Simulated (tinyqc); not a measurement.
Polar nitride quantum well with polarisation fields, step by step. Values are carried at full precision from step to step, so a last printed digit may differ when a step is redone from the rounded ones.

Growth along [0001]. e_par = (a_sub - a)/a, Ppz = 2 e_par (e31 - e33 C13/C33), P = Psp + Ppz in each layer; strain relaxation and the strain shift of the gaps are left out, although thick layers with more than about 1 % mismatch would relax.

Constants: hbar^2/2m0 = 3.80998211 eV angstrom^2; hc = 1239.841984 eV nm.

Values chosen for the exercise (near those of an InGaN well in GaN; not measured data): a_w = 3.285 angstrom (lattice constant a, well); a_b = 3.189 angstrom (lattice constant a, barrier); a_sub = 3.189 angstrom (in-plane lattice constant of the stack); Psp_w = -0.0296 C/m^2 (spontaneous polarisation); Psp_b = -0.0348 C/m^2 (spontaneous polarisation); e31_w = -0.353 C/m^2; e31_b = -0.334 C/m^2; e33_w = 0.674 C/m^2; e33_b = 0.643 C/m^2; C_w = 0.292 (C13/C33); C_b = 0.266 (C13/C33); Lw = 30 angstrom (well width); Lb = 75 angstrom (barrier width); eps_w = 11.4 (dielectric constant); eps_b = 10.2 (dielectric constant); Eg = 2.422 eV (gap of the well); Vc = 0.693 eV (conduction offset); Vv = 0.326 eV (valence offset); me = 0.165 m0 (electron, well); meb = 0.2 m0 (electron, barrier); mh = 1.28 m0 (hole, everywhere).

## Strain and polarisation

Give strain and polarisation of well and barrier; the bound sheet charge is |P_w - P_b|/e with e = 1.602176634e-19 C.

Layers:
```
layer       e_par  Ppz (C/m^2)  P (C/m^2)
well     -0.02922      0.03213    0.00253
barrier   0.00000      0.00000   -0.03480
```

sheet charge = 2.330 x 1e13/cm^2

Of P_w - P_b = +0.0373 C/m^2 the piezoelectric part gives +0.0321 and the spontaneous part +0.0052.

## Built-in fields

In a periodic stack without free charge the potential drop over a period vanishes: F_w = (P_b - P_w) Lb/(eps0 (eps_w Lb + eps_b Lw)), F_b = -F_w Lw/Lb, eps0 = 8.8541878e-12 F/m; 1 MV/cm = 1e8 V/m = 0.01 V/angstrom.

Give both fields and the drop |F_w| Lw across the well.

F_w = -2.724 MV/cm
F_b = 1.090 MV/cm
drop = 0.817 eV

## Levels with and without the field

Envelope functions on cells of 0.25 angstrom over barrier, well, barrier (widths Lb, Lw, Lb), psi = 0 beyond, psi'/m continuous (mean mass between points), c = hbar^2/2m0. With u(z) the integral of e F (F_w in the well, F_b = -F_w Lw/Lb in the barriers, 1 MV/cm = 0.01 V/angstrom), zero at the centre of the well, the electron sees u plus Vc in the barriers and the hole -u plus Vv. The transition is Eg + E_e + E_h; excitons are left out.

Ground states of electron and hole, their centres, the squared overlap, the transition and its wavelength hc/E.

Results:
```
case            E_e (eV)  E_h (eV)  <z>_e  <z>_h  overlap^2  E (eV)     nm
no field          0.1235    0.0225    0.0    0.0      0.973  2.5680  482.8
built-in field    0.0166   -0.1933    7.6  -11.3     0.0699  2.2453  552.2
```

The field shifts the line by -323 meV, below the gap of the well material, pulls the carriers 18.9 angstrom apart and, with the rate proportional to overlap^2, lengthens the radiative lifetime by a factor 13.9.

## Estimate from two triangular wells

For a strong field: E = Eg - |e F_w| Lw + a0 (c (e F_w)^2)^(1/3) (me^(-1/3) + mh^(-1/3)), a0 = 2.338107, hard walls, c = hbar^2/2m0, 1 MV/cm = 0.01 V/angstrom.

electron term = 0.6028 eV
hole term = 0.3045 eV
E = 2.5121 eV

Both terms lie below the drop across the well, but the estimate also takes the near wall as infinitely high. Against the grid result 2.2453 eV the estimate errs by +267 meV: +178 from the electron and +89 from the hole, since hard walls stand in for offsets of 0.693 and 0.326 eV into which the carriers leak.

## Checks

- Electron level without field against the matching condition of the square well, eV: 0.123 against 0.124.

Computed by tinyqc, a small Python program: `OMP_NUM_THREADS=1 python tinyqc.py 1282272 1282273 out.jsonl` (the numbers bound the seed that draws the inputs); one thread of a shared host (Intel(R) Xeon(R) Processor @ 2.30GHz), about 0.1 s for the whole set of steps.
